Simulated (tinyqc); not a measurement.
Plane-wave Kohn-Sham cycle with exchange-only LDA in a layered model solid, step by step. Computed by tinyqc, a small Python program that keeps every step. Settings: points = 16, plane-wave index or count = 3, electrons = 2, k points = 1, area = 11.0, mixing = 0.5, iteration cap = 62, Kerker q0 = 1.29. Command: `OMP_NUM_THREADS=1 python tinyqc.py 20326 20327 out.jsonl` (the two numbers bound the seeds that draw the settings). One thread of a shared host (Intel(R) Xeon(R) Processor @ 2.60GHz), about 0.02 s of CPU time with the checks. Later iterations appear only in the table of the cycle.

## Iteration 1: potential

A solid whose potential varies along x alone (atomic units):

| parameter | value |
|---|---|
| period a | 16.500000 |
| cross-section of the cell | 11.000000 |
| electrons per cell | 2 |
| grid points | 16 |
| plane waves -n..n, n | 3 |
| k points | 1 |
| V1 in V1 cos(2 pi x/a) | -0.660000 |
| V2 in V2 cos(4 pi x/a) | 0.180000 |

density at the start, on the grid x_j = j a/N (e/bohr^3): 0.0110193  0.0110193  0.0110193  0.0110193  0.0110193  0.0110193  0.0110193  0.0110193  0.0110193  0.0110193  0.0110193  0.0110193  0.0110193  0.0110193  0.0110193  0.0110193

V_H(G) = 4 pi rho(G)/G^2 for G != 0 (uniform background); v_x = -(3 rho/pi)^(1/3); V = V_ext + V_H + v_x; Fourier components f(G_m) = (1/N) sum_j f(x_j) exp(-i G_m x_j).

Potentials on the grid (hartree):

| x | V_ext | V_H | v_x | V |
|---|---|---|---|---|
| 0.00000 | -0.48000 | 0.00000 | -0.21913 | -0.69913 |
| 1.03125 | -0.48248 | 0.00000 | -0.21913 | -0.70161 |
| 2.06250 | -0.46669 | 0.00000 | -0.21913 | -0.68582 |
| 3.09375 | -0.37985 | 0.00000 | -0.21913 | -0.59898 |
| 4.12500 | -0.18000 | 0.00000 | -0.21913 | -0.39913 |
| 5.15625 | 0.12529 | 0.00000 | -0.21913 | -0.09384 |
| 6.18750 | 0.46669 | 0.00000 | -0.21913 | 0.24756 |
| 7.21875 | 0.73704 | 0.00000 | -0.21913 | 0.51791 |
| 8.25000 | 0.84000 | 0.00000 | -0.21913 | 0.62087 |
| 9.28125 | 0.73704 | 0.00000 | -0.21913 | 0.51791 |
| 10.31250 | 0.46669 | 0.00000 | -0.21913 | 0.24756 |
| 11.34375 | 0.12529 | 0.00000 | -0.21913 | -0.09384 |
| 12.37500 | -0.18000 | 0.00000 | -0.21913 | -0.39913 |
| 13.40625 | -0.37985 | 0.00000 | -0.21913 | -0.59898 |
| 14.43750 | -0.46669 | 0.00000 | -0.21913 | -0.68582 |
| 15.46875 | -0.48248 | 0.00000 | -0.21913 | -0.70161 |

V(G_m), m = 0, 1, 2, ... (hartree): -0.21913  -0.33000  0.09000  0.00000  0.00000  0.00000  0.00000

## Iteration 1: Hamiltonian at one k

k = 0.00000 2 pi / a

H(m,m') = (k + G_m)^2/2 delta + V(G_m - G_m'), with V(-G) = V(G).

H (hartree), lower triangle:
```
          -3        -2        -1        +0        +1        +2       +3
-3   0.43340
-2  -0.33000   0.07088
-1   0.09000  -0.33000  -0.14663
+0   0.00000   0.09000  -0.33000  -0.21913
+1   0.00000   0.00000   0.09000  -0.33000  -0.14663
+2   0.00000   0.00000   0.00000   0.09000  -0.33000   0.07088
+3   0.00000   0.00000   0.00000   0.00000   0.09000  -0.33000  0.43340
```

## Iteration 1: levels at that k

Diagonalise the Hermitian matrix.

eigenvalues (hartree): -0.63402  -0.46066  -0.23254  0.03006  0.31491  0.69825  0.78017

## Iteration 1: new density

Motion across x is left out: the lowest 1 band(s) hold two electrons at each of the k points (j + 1/2)/nk - 1/2. Residual R = rho(out) - rho(in); rho(new) = rho(in) + 0.5 R, with R(G) scaled by G^2/(G^2 + 1.29^2) (Kerker). rho(out) = 2/(a A nk) sum |psi|^2 with psi = sum c exp(i G x). Harris energy E = band energy - dV sum rho (V_H/2 + v_x) + (3/4) dV sum rho v_x with rho(in), dV = a A/N, band energy = (2/nk) sum of the filled levels.

rho(out) (e/bohr^3): 0.0416396  0.0352832  0.0211590  0.0085485  0.0020888  0.0002447  0.0000087  0.0000008  0.0000018  0.0000008  0.0000087  0.0002447  0.0020888  0.0085485  0.0211590  0.0352832

density after iteration 1 (e/bohr^3): 0.0137186  0.0127822  0.0109431  0.0098468  0.0099357  0.0104800  0.0108419  0.0109681  0.0109943  0.0109681  0.0108419  0.0104800  0.0099357  0.0098468  0.0109431  0.0127822

energy per cell = -1.1584736 hartree

## Iteration 2: potential

As before.

Potentials on the grid (hartree):

| x | V_ext | V_H | v_x | V |
|---|---|---|---|---|
| 0.00000 | -0.48000 | 0.09523 | -0.23574 | -0.62051 |
| 1.03125 | -0.48248 | 0.07830 | -0.23025 | -0.63443 |
| 2.06250 | -0.46669 | 0.03886 | -0.21863 | -0.64646 |
| 3.09375 | -0.37985 | -0.00048 | -0.21107 | -0.59139 |
| 4.12500 | -0.18000 | -0.02554 | -0.21170 | -0.41724 |
| 5.15625 | 0.12529 | -0.03661 | -0.21550 | -0.12682 |
| 6.18750 | 0.46669 | -0.04023 | -0.21795 | 0.20851 |
| 7.21875 | 0.73704 | -0.04122 | -0.21879 | 0.47703 |
| 8.25000 | 0.84000 | -0.04141 | -0.21897 | 0.57962 |
| 9.28125 | 0.73704 | -0.04122 | -0.21879 | 0.47703 |
| 10.31250 | 0.46669 | -0.04023 | -0.21795 | 0.20851 |
| 11.34375 | 0.12529 | -0.03661 | -0.21550 | -0.12682 |
| 12.37500 | -0.18000 | -0.02554 | -0.21170 | -0.41724 |
| 13.40625 | -0.37985 | -0.00048 | -0.21107 | -0.59139 |
| 14.43750 | -0.46669 | 0.03886 | -0.21863 | -0.64646 |
| 15.46875 | -0.48248 | 0.07830 | -0.23025 | -0.63443 |

V(G_m), m = 0, 1, 2, ... (hartree): -0.21890  -0.30116  0.09917  0.00105  0.00003  0.00008  0.00003

## Iteration 2: Hamiltonian at one k

k = 0.00000 2 pi / a

As before.

H (hartree), lower triangle:
```
          -3        -2        -1        +0        +1        +2       +3
-3   0.43363
-2  -0.30116   0.07111
-1   0.09917  -0.30116  -0.14640
+0   0.00105   0.09917  -0.30116  -0.21890
+1   0.00003   0.00105   0.09917  -0.30116  -0.14640
+2   0.00008   0.00003   0.00105   0.09917  -0.30116   0.07111
+3   0.00003   0.00008   0.00003   0.00105   0.09917  -0.30116  0.43363
```

## Iteration 2: levels at that k

As before.

eigenvalues (hartree): -0.58054  -0.43533  -0.21888  0.02588  0.29239  0.66856  0.74571

## Iteration 2: new density

As before.

rho(out) (e/bohr^3): 0.0370634  0.0328753  0.0223481  0.0107591  0.0031777  0.0004411  0.0000174  0.0000017  0.0000043  0.0000017  0.0000174  0.0004411  0.0031777  0.0107591  0.0223481  0.0328753

density after iteration 2 (e/bohr^3): 0.0152801  0.0140577  0.0113880  0.0093219  0.0090135  0.0098280  0.0105661  0.0108696  0.0109390  0.0108696  0.0105661  0.0098280  0.0090135  0.0093219  0.0113880  0.0140577

energy per cell = -1.0549325 hartree

## Convergence

Stop when sqrt(dV sum R^2) is below 1e-8, dV = a A/N.

Course of the cycle:

| iteration | E (hartree) | norm of the residual |
|---|---|---|
| 1 | -1.1584736 | 1.94e-01 |
| 2 | -1.0549325 | 1.68e-01 |
| 3 | -0.9729779 | 1.48e-01 |
| 4 | -0.9080998 | 1.32e-01 |
| 5 | -0.8560018 | 1.20e-01 |
| 6 | -0.8133787 | 1.10e-01 |
| 7 | -0.7779475 | 1.01e-01 |
| 8 | -0.7481889 | 9.38e-02 |
| 9 | -0.7230708 | 8.68e-02 |
| 10 | -0.7018520 | 8.02e-02 |
| 11 | -0.6839641 | 7.40e-02 |
| ... | ... | ... |
| 52 | -0.6041749 | 5.59e-04 |
| 53 | -0.6041747 | 4.92e-04 |
| 54 | -0.6041746 | 4.33e-04 |
| 55 | -0.6041745 | 3.81e-04 |
| 56 | -0.6041744 | 3.35e-04 |
| 57 | -0.6041743 | 2.95e-04 |
| 58 | -0.6041743 | 2.60e-04 |
| 59 | -0.6041742 | 2.29e-04 |
| 60 | -0.6041742 | 2.01e-04 |
| 61 | -0.6041742 | 1.77e-04 |
| 62 | -0.6041742 | 1.56e-04 |

Not converged within 62 iterations: the residual falls steadily but slowly, by a factor of about 0.88 a step. Reruns (cap 100 unless said): mixing 0.1: not converged; mixing 0.5, Kerker q0 1.0: not converged; mixing 0.3, Pulay depth 5: converged in 37 (E = -0.60417); the original settings with a cap of 400: not converged.
